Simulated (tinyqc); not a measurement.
Junction parameters from two forward currents.

Question. D(v) = J1 (exp(v/Vt) - 1) + J2 (exp(v/(2 Vt)) - 1). Find J1, J2 and the voltage 2 Vt ln(J2/J1) near which both parts are equal.

Parameters, values chosen for the exercise: temperature T = 300 K.

Constants: q = 1.602176634e-19 C, kB = 1.380649e-23 J/K, Vt = kB T/q. Results are converted to the units shown.

junction voltages (V): 0.25  0.72
currents (uA/um): 2.8940900e-6  1.7698697

Solution. The current is linear in J1 and J2, so two points give two equations.

J1 = 1.40e-12 uA/um
J2 = 2.30e-8 uA/um
crossover = 0.502 V

Program tinyqc, `OMP_NUM_THREADS=1 python tinyqc.py 2182221 2182222 out.jsonl`; Intel Xeon 2.30GHz, shared host, one thread, about 0.2 s.
